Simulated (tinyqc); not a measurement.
Hydrogenic impurity: series, fields, screening, photoionisation and donor-acceptor pairs: one step, computed by the program tinyqc.

One isotropic, parabolic band. Effective units: Ry* and a*, in which H = -nabla^2 - 2/r.

Problem. Overlap of donors. Wigner-Seitz radius r_s = (3/(4 pi N))^(1/3); Mott criterion N_c^(1/3) a* = 0.26; overlap of two 1s orbitals at distance d: S = exp(-x)(1 + x + x^2/3), x = d/a*, with d = N^(-1/3).

Inputs (values chosen for the exercise, modelled on silicon): donor density N = 6.4e+17 cm^-3.

Parts treated: screening and pairs.

a* = 18.91104 angstrom

Give: r_s; Mott density; N over the Mott density; overlap S.

Solution.

r_s = 71.99 angstrom

Mott density = 2.599e+18 cm^-3

N over the Mott density = 0.2463

overlap S = 0.04259

The sample is on the insulating side, but close enough for an impurity band.
